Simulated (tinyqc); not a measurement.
Berg model of reactive sputtering of a nitride or oxide: poisoning, hysteresis and pumping speed. Inputs raised by 2 %, one at a time. Computed by tinyqc, a small Python program. Command: `OMP_NUM_THREADS=1 python tinyqc.py 3027054 3027055 out.jsonl berg sens`. One thread of a shared host (Intel(R) Xeon(R) Processor @ 2.30GHz), about 0.04 s of CPU time with the checks.

A diatomic gas reacts with bare metal on the target and on the collecting surfaces; ions remove metal and compound from the target. theta_t and theta_c are the compound fractions.

Inputs (values chosen for the exercise, close to those used for aluminium oxide):

| quantity | value | unit |
|---|---|---|
| ion current density J | 22 | mA/cm^2 |
| target area A_t | 93 | cm^2 |
| collecting area A_c | 3900 | cm^2 |
| metal yield Y_m | 0.88 | - |
| compound yield Y_c | 0.045 | - |
| sticking coefficient alpha | 0.71 | - |
| reactive atoms per metal atom z | 1.5 | - |
| gas mass M | 32 | u |
| pumping speed S | 820 | l/s |
| gas temperature T | 300 | K |
| reactive partial pressure P | 0.02 | Pa |

Constants: e = 1.602176634e-19 C; u = 1.6605390666e-27 kg; k_B = 1.380649e-23 J/K.

Method. Ion flux j = J/e; gas flux F = P/sqrt(2 pi M k_B T). Target: (2/z) alpha F (1 - theta_t) = j Y_c theta_t. Sputtered flows F_c = j Y_c theta_t A_t, F_m = j Y_m (1 - theta_t) A_t. Collector: (2/z) alpha F (1 - theta_c) A_c + F_c (1 - theta_c) = F_m theta_c. Gas use Q = alpha F [(1 - theta_t) A_t + (1 - theta_c) A_c] + P S/(k_B T); 1 sccm = 4.4780e17 molecules/s. Rate R = F_m + F_c, given relative to j Y_m A_t. P is a single-valued function of the flow Q only if dQ/dP > 0 everywhere: S must exceed k_B T times the steepest fall of the surface terms with P.

Runs:

| input moved | from | to | critical pumping speed (l/s) | total flow Q (sccm) | rate relative to clean metal | pressure of the steepest fall (Pa) |
|---|---|---|---|---|---|---|
| base run | - | - | 1314.9 | 11.720 | 0.15383 | 0.0033407 |
| ion current density J (mA/cm^2) | 22 | 22.44 | 1314.9 | 11.812 | 0.15566 | 0.0034075 |
| target area A_t (cm^2) | 93 | 94.86 | 1324.0 | 11.777 | 0.15383 | 0.0033713 |
| collecting area A_c (cm^2) | 3900 | 3978 | 1331.9 | 11.720 | 0.15383 | 0.0033103 |
| metal yield Y_m | 0.88 | 0.8976 | 1327.1 | 11.760 | 0.15294 | 0.0033686 |
| compound yield Y_c | 0.045 | 0.0459 | 1302.7 | 11.771 | 0.15657 | 0.0033792 |
| sticking coefficient alpha | 0.71 | 0.7242 | 1341.2 | 11.687 | 0.15203 | 0.0032752 |
| pumping speed S (l/s) | 820 | 836.4 | 1314.9 | 11.897 | 0.15383 | 0.0033407 |

Exponents ln(y'/y) / ln(x'/x):

| input | critical pumping speed | total flow Q | rate relative to clean metal | pressure of the steepest fall |
|---|---|---|---|---|
| ion current density J | 0.000 | 0.394 | 0.596 | 1.000 |
| target area A_t | 0.349 | 0.246 | 0.000 | 0.462 |
| collecting area A_c | 0.649 | 0.001 | 0.000 | -0.461 |
| metal yield Y_m | 0.466 | 0.173 | -0.294 | 0.421 |
| compound yield Y_c | -0.470 | 0.219 | 0.891 | 0.580 |
| sticking coefficient alpha | 1.000 | -0.143 | -0.594 | -1.000 |
| pumping speed S | 0.000 | 0.756 | 0.000 | 0.000 |

To which inputs is each result most sensitive?

Among the inputs moved here: critical pumping speed answers most in size to sticking coefficient alpha (exponent +1.000), next to collecting area A_c (+0.649); its exponent is below 0.0005 for ion current density J, pumping speed S. Its exponent 0.000 in ion current density J: pressures and flows both scale with the current. Its exponent +1.000 in sticking coefficient alpha: surface pumping is proportional to alpha. Total flow Q answers most in size to pumping speed S (exponent +0.756), next to ion current density J (+0.394). Rate relative to clean metal answers most in size to compound yield Y_c (exponent +0.891), next to ion current density J (+0.596); its exponent is below 0.0005 for target area A_t, collecting area A_c, pumping speed S. Its exponent 0.000 in pumping speed S: at fixed P the pump plays no part. Pressure of the steepest fall answers most in size to ion current density J (exponent +1.000), and about equally to sticking coefficient alpha (-1.000); its exponent is below 0.0005 for pumping speed S. Its exponent +1.000 in ion current density J: only the ratio of gas flux to ion flux matters. Its exponent -1.000 in sticking coefficient alpha: only alpha F enters the coverages.
